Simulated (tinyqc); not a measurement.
Born-von Karman spring model of a cubic crystal with one atom per cell: one step, computed by the program tinyqc. Command: `OMP_NUM_THREADS=1 python tinyqc.py 3006919 3006920 out.jsonl springs walk`. One thread of a shared host (Intel(R) Xeon(R) Processor @ 2.30GHz), about 0.1 s of CPU time with the checks.

First neighbours lie at a/2 (1,1,1) (8 of them), second at a (1,0,0) (6), with all permutations and signs; the volume per atom is Omega = a^3/2. Two shells of springs match a real metal only roughly, above all at the zone boundary.

Problem. Frequencies at the zone boundary. A neighbour at R with unit vector n couples by the matrix K(R) = kL n n^T + kT (1 - n n^T), and D(q) = (1/M) sum_R K(R) [1 - cos(q.R)]. An eigenvalue lambda of D in eV/(angstrom^2 u) gives nu = 15.6333042 THz x sqrt(lambda).

Inputs (values chosen for the exercise, modelled on sodium): atomic mass M = 22.99 u; radial spring k1L = 0.239 eV/angstrom^2; transverse spring k1T = -0.01 eV/angstrom^2; radial spring k2L = 0.034 eV/angstrom^2; transverse spring k2T = 0.0051 eV/angstrom^2.

Lattice: bcc.

Constants: nu for 1 eV/(angstrom^2 u) = 15.6333042 THz.

Give: Frequencies (THz) at points given in 2 pi/a.

Solution.

Frequencies (THz) at points given in 2 pi/a:
```
point               nu 1   nu 2   nu 3
H (1, 0, 0)        3.524  3.524  3.524
N (0.5, 0.5, 0)    0.901  2.577  3.864
P (0.5, 0.5, 0.5)  2.844  2.844  2.844
```
